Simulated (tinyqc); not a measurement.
## Charge centroid from charge and shift

Inverse problem. A sheet of N electrons in the storage layer of a charge-trap cell shifts the threshold by U = (q/eps0) N (tb/eb + xc tn/en). Find xc and the distance xc tn from the blocking layer.

Parameters, values chosen for the exercise:
```
symbol  value  unit                    meaning
tn        4.6    nm              storage layer
en        7.1        its relative permittivity
tb        6.1    nm             blocking layer
eb        3.9        its relative permittivity
```

Constants: q = 1.602176634e-19 C, eps0 = 8.8541878128e-14 F/cm where lengths are in cm. Results are converted to the units shown.

N = 8.8e12 cm^-2
U = 2.8723526 V

Solution. U eps0/(q N) is the electrical distance from the gate; subtract that of the blocking layer.

xc = 0.370
distance = 1.70 nm

Program tinyqc, `OMP_NUM_THREADS=1 python tinyqc.py 2130066 2130067 out.jsonl`; Intel Xeon 2.30GHz, shared host, one thread, about 0.08 s.
